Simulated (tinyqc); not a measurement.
# Which input was changed?

Model: chemical vapour deposition: Grove model, boundary layer, depletion and step coverage. Computed by tinyqc, a small Python program. Command: `OMP_NUM_THREADS=1 python tinyqc.py 3006286 3006287 out.jsonl cvd which`. One thread of a shared host (Intel(R) Xeon(R) Processor @ 2.30GHz), about 0.1 s of CPU time with the checks.

A precursor diffuses to the surface and reacts there at first order; each molecule that reacts adds one formula unit of film.

Inputs (values chosen for the exercise, close to those used for epitaxial silicon from a chlorosilane):

| quantity | value | unit |
|---|---|---|
| prefactor k0 of k_s | 5.9e+06 | cm/s |
| activation energy E | 1.89 | eV |
| temperature T | 1110 | C |
| total pressure p | 37 | torr |
| mole fraction of the precursor Y | 0.018 | - |
| gas diffusivity D0 at 273.15 K and 760 torr | 0.11 | cm^2/s |
| film density N | 5e+22 | formula units/cm^3 |
| precursor mass M | 101 | u |
| trench width w | 0.061 | um |
| aspect ratio of the trench | 34 | - |
| gas velocity U | 78 | cm/s |
| kinematic viscosity nu0 at 273.15 K and 760 torr | 0.41 | cm^2/s |
| susceptor length L | 16 | cm |
| channel height b | 4.6 | cm |

Reactor: horizontal, reduced pressure.

Constants: k_B = 1.380649e-23 J/K; u = 1.6605390666e-27 kg; k_B = 8.617333262e-05 eV/K.

Method:
- k_s = k0 exp(-E/(k_B T)); C_g = Y p/(k_B T), 1 torr = 133.322 Pa; D = D0 (T/273.15)^1.75 (760/p).
- Temperatures in kelvin are T(C) + 273.15.
- Mean speed c = sqrt(8 k_B T/(pi M)); reactive sticking probability beta = 4 k_s/c.
- nu = nu0 (T/273.15)^1.75 (760/p); Re = U L/nu; mean boundary layer delta = (2/3) L/sqrt(Re), at most b/2; h_g = D/delta.
- Fluxes in series: C_s = C_g/(1 + k_s/h_g); growth rate G = k_s h_g/(k_s + h_g) C_g/N; 1 cm/s = 6e8 nm/min.
- In a long trench of width w and depth l = aspect ratio x w: Knudsen diffusivity D_K = (2w) c/3 (hydraulic diameter 2w), combined as 1/D_e = 1/D_K + 1/D; D_e d2C/dz2 = 2 k_s C/w with D_e dC/dz = -k_s C at the floor. With m = sqrt(2 k_s/(w D_e)): C(floor)/C(top) = 1/[cosh(m l) + (k_s/(D_e m)) sinh(m l)].

Task: One of these inputs alone was changed, within the range given: activation energy E (0.945 to 3.78); temperature T (555 to 1300); mole fraction of the precursor Y (0.009 to 0.036); gas diffusivity D0 at 273.15 K and 760 torr (0.055 to 0.22). Which one, and to what value?

Results:

| run | ratio k_s/h_g | modulus m l | step coverage |
|---|---|---|---|
| before | 0.0456216 | 0.2227512 | 0.9749938 |
| after | 0.1746474 | 0.4358285 | 0.9096129 |

Result:

Each candidate set to reproduce ratio k_s/h_g, and what it then gives:

| candidate | range searched | value needed | modulus m l | step coverage |
|---|---|---|---|---|
| activation energy E (eV) | 0.945 to 3.78 | 1.730 | 0.43583 | 0.90961 |
| temperature T (C) | 555 to 1300 | 1256 | 0.46398 | 0.89858 |
| mole fraction of the precursor Y | 0.009 to 0.036 | no effect | - | - |
| gas diffusivity D0 at 273.15 K and 760 torr (cm^2/s) | 0.055 to 0.22 | out of reach | - | - |

Only activation energy E fits every result: it went from 1.89 to 1.73 eV. The next best candidate, temperature T, misses one result by 6.5 %.

Caution: the boundary layer is capped at b/2, so U, L and nu no longer affect h_g. Caution: the hydraulic-diameter form of D_K is rough for a slit.
